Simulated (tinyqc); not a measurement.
Single-band model of a thermoelectric material: one step, computed by the program tinyqc. Command: `OMP_NUM_THREADS=1 python tinyqc.py 3012694 3012695 out.jsonl thermo walk`. One thread of a shared host (Intel(R) Xeon(R) Processor @ 2.30GHz), about 0.01 s of CPU time with the checks.

One spherical band, one scattering law, no minority carriers and no phonon drag. In a real material minority carriers limit |S| to about E_g/(2 e T), so larger values are formal. eta = E_F/(k_B T) is counted from the band edge; f = 1/(1 + exp(x - eta)).

Task: Coefficients. sigma = e mu_0 N_0 <s> with mu_0 = e tau_0/m = mu_300 (T/300 K)^(-p); |S| = (k_B/e)(<x s>/<s> - eta); Lorenz number L = (k_B/e)^2 (<x^2 s>/<s> - (<x s>/<s>)^2); kappa_e = L sigma T; zT = S^2 sigma T/(kappa_L + kappa_e). Hall factor r_H = <G^(3/2)> <G^(3/2 + 2r)/D^4>/<s>^2; drift mobility sigma/(n e) with n = N_0 <G^(3/2)>; power factor S^2 sigma.

Inputs (values chosen for the exercise, for a model material):

| quantity | value | unit |
|---|---|---|
| mobility parameter mu_300 | 190 | cm^2/(V s) |
| temperature exponent p | 0 | - |
| lattice thermal conductivity kappa_L | 0.76 | W/(m K) |
| temperature T | 690 | K |

Band: parabolic. Scattering: constant relaxation time, r = 0.

N_0 = 7.596553e+19 1/cm^3

<s> = 0.07371764

<x s> = 0.1860989

reduced Fermi level eta = -2.872605

<x^2 s> = 0.6545468

<G^(3/2)> = 0.07371764

<G^(3/2 + 2r)/D^4> = 0.07371764

Constants: e = 1.602176634e-19 C; k_B = 8.617333262e-05 eV/K.

Give: conductivity sigma; Seebeck coefficient |S|; Lorenz number L; drift mobility; Hall factor r_H; power factor; kappa_e; zT.

Result:

conductivity sigma = 170.5 S/cm

Seebeck coefficient |S| = 465.1 microvolt/K

Lorenz number L = 1.861 1e-8 V^2/K^2

drift mobility = 190 cm^2/(V s)

Hall factor r_H = 1

power factor = 36.87 microwatt/(cm K^2)

kappa_e = 0.2189 W/(m K)

zT = 2.599

L is 76 % of the degenerate value pi^2/3 (k_B/e)^2 = 2.443; the classical limit for this r is (r + 5/2)(k_B/e)^2 = 1.856. The charge carriers transport 22 % of the heat.
